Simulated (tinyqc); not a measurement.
# Bandgap voltage reference from two bipolar transistors: output against temperature

Two transistors of area 1 and N carry the same current I. Is(T) = Is (T/T0)^eta exp[(Vg0 q/kB)(1/T0 - 1/T)], VBE1 = Vt ln(I/Is(T)) + I rb, VBE2 = Vt ln(I/(N Is(T))) + I rb/N. The amplifier forces I R1(T) = VBE1 - VBE2 + Vos, with R(T) = R (1 + tc (T - T0)) for both resistors, and the output is Vref = VBE1 + I R2(T). Base currents and the Early effect are neglected.

Vt = kB T/q; I = (Vt ln N + Vos)/(R1(T) - rb (1 - 1/N)).

Parameters, values chosen for the exercise; values of the order met in silicon bipolar transistors:
- T0 = 300 K (reference temperature)
- Vg0 = 1.171 V (band-gap voltage extrapolated to 0 K)
- eta = 3.2 (temperature exponent of the saturation current)
- Is = 1.7e-18 A (saturation current of the unit transistor at T0)
- N = 8 (area ratio of the second transistor)
- R1 = 2.1 kohm (resistor across which the difference of VBE falls, at T0)
- tc = 0 ppm/K (temperature coefficient of both resistors)
- Vos = 1.5 mV (offset of the amplifier)
- rb = 12 ohm (series resistance of the unit transistor)
- R2 = 16.96 kohm (output resistor at T0)

Constants: q = 1.602176634e-19 C, kB = 1.380649e-23 J/K. Results are converted to the units shown.

Output against temperature:

| T (K) | I (uA) | VBE1 (V) | I R2 (V) | Vref (V) | Vref - Vref(T0) (mV) | dVref/dT (uV/K) |
|---|---|---|---|---|---|---|
| 218 | 19.413 | 0.90432 | 0.32925 | 1.2336 | -0.53013 | 38.355 |
| 233 | 20.700 | 0.88298 | 0.35107 | 1.2340 | -0.050538 | 25.732 |
| 253 | 22.415 | 0.85425 | 0.38015 | 1.2344 | 0.30575 | 10.112 |
| 273 | 24.130 | 0.82522 | 0.40924 | 1.2345 | 0.36185 | -4.3183 |
| 298 | 26.274 | 0.78854 | 0.44561 | 1.2341 | 0.043142 | -20.936 |
| 323 | 28.418 | 0.75146 | 0.48197 | 1.2334 | -0.67379 | -36.213 |
| 348 | 30.562 | 0.71401 | 0.51833 | 1.2323 | -1.7580 | -50.350 |
| 373 | 32.706 | 0.67623 | 0.55469 | 1.2309 | -3.1831 | -63.506 |
| 398 | 34.850 | 0.63812 | 0.59105 | 1.2292 | -4.9262 | -75.807 |
| 423 | 36.994 | 0.59972 | 0.62741 | 1.2271 | -6.9672 | -87.359 |

What does the table show?

VBE1 falls by 1.49 mV/K on average and I R2 rises by 1.45 mV/K. The slope of Vref vanishes at T = 267 K. Between 233 and 398 K Vref spans 5.30 mV, or 26.1 ppm/K by the box method (span over the average over T, over 165 K).

Numbers from tinyqc (`OMP_NUM_THREADS=1 python tinyqc.py 2062112 2062113 out.jsonl`; about 0.02 s on one thread of a shared Intel Xeon 2.30GHz).
